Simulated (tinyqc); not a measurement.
Inputs raised by 5 %, one at a time: strain-driven roughening and islands of a mismatched epitaxial film. Computed by tinyqc, a small Python program. Command: `OMP_NUM_THREADS=1 python tinyqc.py 3001284 3001285 out.jsonl island sens`. One thread of a shared host (Intel(R) Xeon(R) Processor @ 2.30GHz), about 0.01 s of CPU time with the checks.

Film and substrate share isotropic elastic constants; the film is coherent and biaxially strained.

Inputs (values chosen for the exercise, for a model film):
```
quantity,value,unit
misfit |f|,0.0343,-
shear modulus G,29,GPa
Poisson ratio nu,0.31,-
surface energy gamma,0.684,J/m^2
contact angle of the shallow shape theta_1,8.02,degrees
contact angle of the steep shape theta_2,27.3,degrees
facet energy of shape 1 over gamma,1.007,-
facet energy of shape 2 over gamma,1.059,-
surface mobility D_s nu_s Omega^2/(k_B T),3.3e-34,m^6/(J s)
island volume V,18000,nm^3
```

Transport: surface diffusion.

Constants: e = 1.602176634e-19 C.

Method:
- M = 2 G (1 + nu)/(1 - nu); stress = M f; energy density w = M f^2.
- A ripple A cos(k x) has the surface chemical potential per volume [gamma k^2 - 2 (1 + nu) w k] A cos(k x), so k_c = 2 (1 + nu) w/gamma. With surface diffusion the amplitude grows at the rate q = B k^2 [2 (1 + nu) w k - gamma k^2], fastest at k_m = (3/4) k_c. B is the surface mobility.
- Shallow faceted island (Tersoff form): E = 4 Gam V^(2/3) tan^(1/3)(theta) - 6 c V tan(theta), Gam = gamma [x/sin(theta) - 1/tan(theta)], x the facet energy over gamma, c = stress^2 (1 - nu)/(2 pi G).
- The barrier is the maximum of E, at V_c = [4 Gam/(9 c)]^3 / tan^2(theta) (1 GPa nm = 1 J/m^2).
- The two energies cross at V_x^(1/3) = 4 [Gam_2 t2^(1/3) - Gam_1 t1^(1/3)]/(6 c (t2 - t1)), t = tan(theta); mu = dE/dV.

Runs:
```
input moved,from,to,fastest wavelength (nm),growth time 1/q at k_m (s),"critical volume, shape 1 (nm^3)",crossing volume V_x (nm^3)
base run,-,-,16.88,0.6927,15.62,148.5
misfit |f|,0.0343,0.036015,15.31,0.4689,11.66,110.8
shear modulus G (GPa),29,30.45,16.08,0.5699,13.49,128.3
Poisson ratio nu,0.31,0.3255,16.12,0.5758,13.60,129.3
surface energy gamma (J/m^2),0.684,0.7182,17.73,0.8019,18.08,171.9
contact angle of the shallow shape theta_1 (degrees),8.02,8.421,16.88,0.6927,14.56,154.0
contact angle of the steep shape theta_2 (degrees),27.3,28.665,16.88,0.6927,15.62,135.5
surface mobility D_s nu_s Omega^2/(k_B T) (m^6/(J s)),3.3e-34,3.465e-34,16.88,0.6598,15.62,148.5
```

Exponents ln(y'/y) / ln(x'/x):
```
input,fastest wavelength,growth time 1/q at k_m,"critical volume, shape 1",crossing volume V_x
misfit |f|,-2.000,-8.000,-6.000,-6.000
shear modulus G,-1.000,-4.000,-3.000,-3.000
Poisson ratio nu,-0.948,-3.791,-2.844,-2.844
surface energy gamma,1.000,3.000,3.000,3.000
contact angle of the shallow shape theta_1,0.000,0.000,-1.445,0.751
contact angle of the steep shape theta_2,0.000,0.000,0.000,-1.880
surface mobility D_s nu_s Omega^2/(k_B T),0.000,-1.000,0.000,0.000
```

To which inputs is each result most sensitive?

Among the inputs moved here: fastest wavelength answers most in size to misfit |f| (exponent -2.000), next to shear modulus G (-1.000); its exponent is below 0.0005 for contact angle of the shallow shape theta_1, contact angle of the steep shape theta_2, surface mobility D_s nu_s Omega^2/(k_B T). Its exponent -2.000 in misfit |f|: gamma over the strain energy density. Its exponent +1.000 in surface energy gamma: gamma over the strain energy density. Growth time 1/q at k_m answers most in size to misfit |f| (exponent -8.000), next to shear modulus G (-4.000); its exponent is below 0.0005 for contact angle of the shallow shape theta_1, contact angle of the steep shape theta_2. Its exponent -8.000 in misfit |f|: the rate goes as gamma k_c^4. Its exponent +3.000 in surface energy gamma: the rate goes as gamma k_c^4 with k_c as 1/gamma. Critical volume, shape 1 answers most in size to misfit |f| (exponent -6.000), next to shear modulus G (-3.000); its exponent is below 0.0005 for contact angle of the steep shape theta_2, surface mobility D_s nu_s Omega^2/(k_B T). Its exponent -6.000 in misfit |f|: (Gam/c)^3. Crossing volume V_x answers most in size to misfit |f| (exponent -6.000), next to shear modulus G (-3.000); its exponent is below 0.0005 for surface mobility D_s nu_s Omega^2/(k_B T). Its exponent -6.000 in misfit |f|: (Gam/c)^3.

Caution (all rows): the shallow-slope form overstates the relaxation of facets steeper than about 25 degrees.
